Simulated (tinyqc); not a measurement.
Doping from resistivity.

Question. A uniform, uncompensated and fully ionised sample has rho = 1/(q N mu), mu = m1 + (m2 (T/300 K)^(-bt) - m1)/(1 + (N/Nr)^am). Find N, mu and the diffusion coefficient mu Vt.

Values chosen for this exercise: temperature T = 300 K; mobility limit at high doping m1 = 69.6 cm^2/(V s); mobility limit at low doping, at 300 K m2 = 1440 cm^2/(V s); reference doping of the mobility law Nr = 9.05e16 cm^-3; exponent of the mobility law am = 0.719; temperature exponent of m2 bt = 2.

Constants: q = 1.602176634e-19 C, kB = 1.380649e-23 J/K, Vt = kB T/q. Results are converted to the units shown.

resistivity = 0.022702262 ohm cm

Solution. With am below 1 the product N mu rises steadily with N, so one doping matches; it is found by iterating N = 1/(q rho mu(N)).

N = 9.900e17 cm^-3
mu = 277.7 cm^2/(V s)
diffusion coefficient = 7.179 cm^2/s

tinyqc, about 0.01 s, one thread, Intel Xeon 2.30GHz (shared host): `OMP_NUM_THREADS=1 python tinyqc.py 2110170 2110171 out.jsonl`
